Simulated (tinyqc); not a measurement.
# Haynes-Shockley experiment: drift, diffusion and decay of a minority-carrier pulse, step by step

A worked calculation. Computed by tinyqc, a small Python program that keeps every step. Command: `OMP_NUM_THREADS=1 python tinyqc.py 3112332 3112333 out.jsonl haynes walk`. One thread of a shared host (Intel(R) Xeon(R) Processor @ 2.30GHz), about 0.01 s of CPU time with the checks. Intermediate numbers are printed to about 6 digits and carried at full precision; extremes and crossings named in words are read from the listed rows.

A thin sheet of excess carriers is made at x = 0, t = 0 in a long uniform bar; injection is low, so the pulse moves with the minority mobility.

Inputs (values chosen for the exercise, modelled on holes in n-type germanium in a lightly doped bar): minority mobility mu = 2030 cm^2/(V s); lifetime tau = 300 microsecond; temperature T = 330 K; field F = 9.6 V/cm; distance d to the collector = 0.69 cm; second distance d2 = 1.3 cm; injected sheet density N0 = 1.9e+09 1/cm^2.

Constants: k_B = 8.617333262e-05 eV/K.

## Transport coefficients

D = mu k_B T/e, v = mu F. Transit time d/v, diffusion length sqrt(D tau), drift length v tau, Peclet number v d/D = e F d/(k_B T).

D = 57.7275 cm^2/s

drift velocity v = 19488 cm/s

transit time d/v = 35.4064 microsecond

diffusion length = 1315.99 micrometre

drift length v tau = 5.8464 cm

Peclet number = 232.934

The pulse must travel 0.118 drift lengths.

## The signal at the collector

dn(x, t) = N0/sqrt(4 pi D t) exp(-(x - v t)^2/(4 D t) - t/tau). At fixed x the signal peaks where d ln(dn)/dt = 0: a t^2 + t/2 - x^2/(4 D) = 0 with a = v^2/(4 D) + 1/tau. The full width at half maximum is found by solving dn(x, t) = peak/2 on both sides of the peak.

time of the peak t_p = 35.2192 microsecond

peak density = 1.05529e+10 1/cm^3

width at half maximum = 7.69240 microsecond

The peak comes 0.53 % before d/v, since spreading and recombination both weaken the later part of the pulse.

## Shape in time

Times are 0.7, 0.8, 0.9, 0.95, 1, 1.05, 1.1, 1.2 and 1.4 t_p.

Signal at d:
```
t/t_p  t (microsecond)  dn (1/cm^3)      dn/peak
0.70           24.6534  5.84463e+06  5.53841e-04
0.80           28.1754  5.71676e+08  5.41724e-02
0.90           31.6973  5.52124e+09  5.23196e-01
0.95           33.4583  9.05201e+09  8.57774e-01
1.00           35.2192  1.05529e+10  1.00000e+00
1.05           36.9802  9.18542e+09  8.70417e-01
1.10           38.7411  6.21233e+09  5.88684e-01
1.20           42.2631  1.51256e+09  1.43331e-01
1.40           49.3069  1.35350e+07  1.28259e-03
```

At 0.9 and 1.1 t_p the signal is 0.523 and 0.589 of its peak: the trailing side is the wider one.

## Simple reading of the pulse

With w the full width at half maximum: mu = d/(F t_p); D = (w d)^2/(16 ln2 t_p^3); Einstein ratio D/mu against k_B T/e.

apparent mobility = 2040.79 cm^2/(V s)

apparent D = 58.1484 cm^2/s

apparent D/mu = 28.4931 mV

error of mu = 0.531509 %

error of D = 0.729121 %

The true k_B T/e is 28.44 mV.

## Two distances

Differences remove part of the bias: mu = (d2 - d)/(F (t_p2 - t_p)). The time-integrated signal is A(x) = (N0/u) exp(x (v - u)/(2 D)), u = sqrt(v^2 + 4 D/tau); the simple lifetime is tau = (t_p2 - t_p)/ln(A(d)/A(d2)).

t_p2 = 66.4887 microsecond

mobility from two distances = 2032.07 cm^2/(V s)

area ratio A(d)/A(d2) = 1.10992

lifetime from areas = 299.847 microsecond

Errors: mobility +0.10 % (one distance +0.53 %), lifetime -0.05 %.

## How the errors depend on the field

With w that width: mu = d/(F t_p); D = (w d)^2/(16 ln2 t_p^3). The field is scaled by the factors listed.

Errors of the simple reading:
```
factor  F (V/cm)    v d/D  v^2 tau/(4 D)  error of mu (%)  error of D (%)
0.5         4.80   116.47          123.4          1.26680         1.45976
0.7         6.72   163.05          241.8          0.82176         1.04233
1.0         9.60   232.93          493.4          0.53151         0.72912
1.5        14.40   349.40         1110.2          0.33164         0.48569
2.5        24.00   582.34         3083.8          0.18808         0.29118
4.0        38.40   931.74         7894.7          0.11372         0.18189
7.0        67.20  1630.54        24177.4          0.06342         0.10390
```

The error of mu falls from 1.27 to 0.0634 %. For large v d/D it is about D/(v d) + 2 D/(v^2 tau), here 0.0634 % in the last row: one part from spreading, one from recombination.

Checks made by the program: area of the signal against its closed form (relative difference below 1e-10).
